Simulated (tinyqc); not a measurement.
# Schottky barrier on an n-type semiconductor, non-linear Poisson equation by Newton steps: what changes with what

One dimension, metal at x = 0, donor density C(x) = Nd, uniform. Energies are counted from the electron Fermi level of the semiconductor and the conduction-band edge is Ec = -psi, so n = Nc exp(psi/Vt); holes follow the Fermi level of the metal, at -V, so p = Nv exp((V - psi - Eg)/Vt). Ends: psi(0) = V - phiB and psi = Vt ln(Nd/Nc) deep inside. Boltzmann statistics, full ionisation, no current, no image force in the Poisson equation.

Inputs (values chosen for the exercise); band and dielectric values those of a made-up semiconductor: temperature T = 400 K; band gap Eg = 1.36 eV; relative permittivity eps_r = 11.1; conduction-band density of states at T Nc = 3.53e19 cm^-3; valence-band density of states at T Nv = 4.68e19 cm^-3; donor density deep in the semiconductor Nd = 3.5e16 cm^-3; barrier height phiB = 0.67 eV.

Constants: q = 1.602176634e-19 C, kB = 1.380649e-23 J/K, Vt = kB T/q, eps0 = 8.8541878128e-14 F/cm where lengths are in cm. Results are converted to the units shown.

Each table varies one quantity; the others keep the values above.

## Capacitance-voltage profiling

The Poisson equation d/dx(eps0 eps_r dpsi/dx) = -q (p - n + C) is solved on a mesh of about 1000 nodes or more that ends in neutral material. C_s = q d/dV of the integral of n over x, from the linearised equation. Probed depth w = eps0 eps_r/C_s; apparent doping N_app = C_s^3/(q eps0 eps_r dC_s/dV), the derivative by central differences over +/- 0.02 V.

The same in every row: true C(w) (cm^-3) = 3.500e16.

Capacitance-voltage profiling:
```
V (V)  C_s (nF/cm^2)  w (nm)  N_app (cm^-3)  |E_0| (kV/cm)
0              83.30   118.0       3.495e16          67.32
-0.3           62.87   156.3       3.498e16          89.19
-0.6           52.57   187.0       3.499e16          106.7
-0.9           46.09   213.2       3.499e16          121.7
-1.2           41.54   236.6       3.500e16          135.0
-1.5           38.11   257.9       3.500e16          147.1
-1.8           35.41   277.5       3.500e16          158.3
-2.1           33.22   295.9       3.500e16          168.8
-2.4           31.39   313.1       3.500e16          178.7
-2.7           29.83   329.5       3.500e16          188.0
-3             28.48   345.1       3.500e16          196.9
```

C_s falls from 83.3 to 28.5 nF/cm^2 while the probed depth goes from 118 to 345 nm. The apparent doping stays near 3.50e16 cm^-3. It departs most from the true doping at that depth for V = 0 V, where it is 0.15 % below it; so the doping is read well over the depths probed.

## Effect of the bias of the metal against the semiconductor

First integral for uniform doping: E_0^2 = (2 q/(eps0 eps_r)) [Nd (U - Vt + Vt exp(-U/Vt)) + Vt p_0], U = Vbi - V, Vbi = phiB - Vt ln(Nc/Nd), p_0 = Nv exp((phiB - Eg)/Vt) (deep holes neglected). Image-force lowering dphi = sqrt(q E_0/(4 pi eps0 eps_r)), at x_m = sqrt(q/(16 pi eps0 eps_r E_0)). W = sqrt(2 eps0 eps_r U/(q Nd)).

The same in every row: Vbi (V) = 0.43160; p_0/Nd = 2.7074e-6.

Effect of the bias of the metal against the semiconductor:
```
V (V)  W (nm)  E_0 (kV/cm)  dphi (mV)  exp(dphi/Vt)
0      123.00       67.319     29.552        2.3569
-1.4   253.38       143.21     43.102        3.4919
-2.9   341.73       193.97     50.163        4.2857
-4.3   407.25       231.52     54.803        4.9033
-5.7   463.61       263.77     58.497        5.4579
-7.1   513.81       292.49     61.599        5.9719
-8.6   562.66       320.42     64.473        6.4911
-10    604.70       344.45     66.846        6.9539
```

Read the table: what changes, and by how much?

As V goes from 0 to -10, the surface field rises from 67.3 to 344 kV/cm, the lowering rises from 29.6 to 66.8 mV and W rises from 123 to 605 nm. The reverse current factor exp(dphi/Vt) grows by 2.95 over the table, so a thermionic reverse current does not saturate.

tinyqc, about 0.06 s, one thread, Intel Xeon 2.30GHz (shared host): `OMP_NUM_THREADS=1 python tinyqc.py 2020126 2020127 out.jsonl`
